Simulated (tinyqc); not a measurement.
Three ways to interpolate a mass: alloy A(1-x)B(x) by interpolation with bowing.

Each gap follows E(x) = (1 - x) E_A + x E_B - C x (1 - x); the lattice constant follows Vegard, a(x) = (1 - x) a_A + x a_B.

Mass at Gamma from the Kane formula 1/m = F + Ep (Eg + 2 Dso/3)/(Eg (Eg + Dso)). F is fixed by the masses of A and B and interpolated linearly, as is Ep; Eg and Dso carry their bowing.

Parameters, chosen for this exercise (A near GaAs, B near AlAs; not measured data):

| symbol | value | unit | meaning |
|---|---|---|---|
| Eg | (1.527, 3.137) | eV | gap at Gamma to the s-like level of A, B |
| Dso | (0.34, 0.282) | eV | spin-orbit splitting of A, B |
| Ep | (25.6, 20.8) | eV | Kane energy of A, B |
| me | (0.0676, 0.1522) | m0 | electron mass at Gamma of A, B |
| C | (0.446, 0.055, 0.05) | eV | bowing of the Gamma, X and L gaps |
| Cs | 0 | eV | bowing of Dso |

Linear in m, linear in 1/m, and the Kane formula.

Masses (m0):

| x | Eg (eV) | linear in m | linear in 1/m | Kane | Kane m/Eg (1/eV) |
|---|---|---|---|---|---|
| 0.000 | 1.527 | 0.0676 | 0.0676 | 0.0676 | 0.0443 |
| 0.125 | 1.679 | 0.0782 | 0.0726 | 0.0755 | 0.0450 |
| 0.250 | 1.846 | 0.0887 | 0.0785 | 0.0842 | 0.0456 |
| 0.375 | 2.026 | 0.0993 | 0.0854 | 0.0938 | 0.0463 |
| 0.500 | 2.220 | 0.1099 | 0.0936 | 0.1041 | 0.0469 |
| 0.625 | 2.429 | 0.1205 | 0.1036 | 0.1152 | 0.0474 |
| 0.750 | 2.651 | 0.1310 | 0.1159 | 0.1270 | 0.0479 |
| 0.875 | 2.887 | 0.1416 | 0.1316 | 0.1394 | 0.0483 |
| 1.000 | 3.137 | 0.1522 | 0.1522 | 0.1522 | 0.0485 |

At x = 0.5 the three give 0.1099, 0.0936 and 0.1041; judged by the largest distance, the Kane value is closer to the interpolation in m (largest distances 0.0058 m0 from the rule in m, 0.0116 m0 from the rule in 1/m). The ratio m/Eg varies by a factor of 1.10 while the gap varies by 2.05; a constant ratio is the two-band rule m = Eg/Ep at fixed Ep.

Program tinyqc; command `OMP_NUM_THREADS=1 python tinyqc.py 1080933 1080934 out.jsonl`; about 0.01 s on one thread of a shared Intel(R) Xeon(R) Processor @ 2.30GHz.
